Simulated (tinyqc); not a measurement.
Sp3 tight binding, zinc-blende lattice, step by step. One step of it, computed by the program tinyqc.

Question. Bloch Hamiltonian at X. Slater-Koster rules over the four bonds with direction cosines (l, m, n): ss V_ss; s-px l V_sp; px-s -l V_sp; px-px l^2 V_pps + (1 - l^2) V_ppp; px-py l m (V_pps - V_ppp); each times exp(i k.d).

Parameters chosen for this model: zinc-blende lattice, anion at 0, cation at a/4 (1,1,1); V = eta hbar^2 / (m d^2), hbar^2/m = 7.619964 eV angstrom^2:
```
parameter          value      unit
a               6.530000  angstrom
d               2.827573  angstrom
Es anion      -16.430000        eV
Ep anion       -8.300000        eV
Es cation     -14.310000        eV
Ep cation      -7.200000        eV
eta ss         -1.320000
eta sp          1.420000
eta pp sigma    2.220000
eta pp pi      -0.630000
V ss           -1.258054        eV
V sp            1.353361        eV
V pp sigma      2.115818        eV
V pp pi        -0.600435        eV
```

k point X (2 pi / a): 1  0  0

Give: H(k) at X.

Answer.

H(k) at X (eV):
```
                 a s            a px            a py            a pz
a s         -16.4300          0.0000          0.0000          0.0000
a px          0.0000         -8.3000          0.0000          0.0000
a py          0.0000          0.0000         -8.3000          0.0000
a pz          0.0000          0.0000          0.0000         -8.3000
c s           0.0000  0.0000+3.1255i          0.0000          0.0000
c px  0.0000-3.1255i          0.0000          0.0000          0.0000
c py          0.0000          0.0000          0.0000  0.0000-3.6217i
c pz          0.0000          0.0000  0.0000-3.6217i          0.0000

                 c s            c px            c py            c pz
a s           0.0000  0.0000+3.1255i          0.0000          0.0000
a px  0.0000-3.1255i          0.0000          0.0000          0.0000
a py          0.0000          0.0000          0.0000  0.0000+3.6217i
a pz          0.0000          0.0000  0.0000+3.6217i          0.0000
c s         -14.3100          0.0000          0.0000          0.0000
c px          0.0000         -7.2000          0.0000          0.0000
c py          0.0000          0.0000         -7.2000          0.0000
c pz          0.0000          0.0000          0.0000         -7.2000
```
